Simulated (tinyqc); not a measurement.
Series resistance and mobility from two gate lengths.

Problem. At small Vds the total resistance times width is 2 Rs + L/(mu Q), with the same mu and Q at both lengths. Find mu and Rs.

total resistance at L = 30 and 120 nm (ohm um): 344.18913  476.75652
Q = 0.73 uC/cm^2

Solution. The slope against L is 1/(mu Q), and the intercept at L = 0 is 2 Rs.

mu = 930 cm^2/(V s)
Rs = 150 ohm um

Numbers from tinyqc (`OMP_NUM_THREADS=1 python tinyqc.py 2380037 2380038 out.jsonl`; about 0.01 s on one thread of a shared Intel Xeon 2.30GHz).
